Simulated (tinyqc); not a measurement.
CCD on RHF in the sto-6g basis, for H4, spin multiplicity 1, step by step. One step of it, computed by the program tinyqc.

Question. Orthogonalisation. S = U s U^T; symmetric (Loewdin) form X = U s^(-1/2) U^T, so that X^T S X = 1.

overlap S, lower triangle:
```
          1H 1s     2H 1s     3H 1s     4H 1s
1H 1s  1.000000
2H 1s  0.598875  1.000000
3H 1s  0.146833  0.474686  1.000000
4H 1s  0.036576  0.146833  0.598875  1.000000
```

Give: eigenvalues of S; X.

Answer.

eigenvalues of S: 0.242  0.478  1.247  2.033

X, lower triangle:
```
        1H 1s   2H 1s   3H 1s  4H 1s
1H 1s   1.197
2H 1s  -0.434   1.340
3H 1s   0.077  -0.372   1.340
4H 1s  -0.019   0.077  -0.434  1.197
```
